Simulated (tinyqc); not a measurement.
Bulk resistivity and mean free path from two films.

Question. In the thick-film limit single-crystal films obey rho = rho0 (1 + 3 (1 - ps) lam/(8 d)). Find rho0, lam and the product rho0 lam.

Inputs (values chosen for the exercise): specular share of surface scattering ps = 0.5.

rho at d = 96 and 230 nm (uohm cm): [1.8096094, 1.7340978]

Solution. rho is a straight line in 1/d: the intercept is rho0 and the slope (3/8)(1 - ps) rho0 lam. Without ps only the product (1 - ps) lam could be found.

rho0 = 1.68 uohm cm
lam = 39.5 nm
rho0 lam = 66.4 uohm cm nm

Numbers from tinyqc (`OMP_NUM_THREADS=1 python tinyqc.py 2100093 2100094 out.jsonl`; about 0.01 s on one thread of a shared Intel Xeon 2.30GHz).
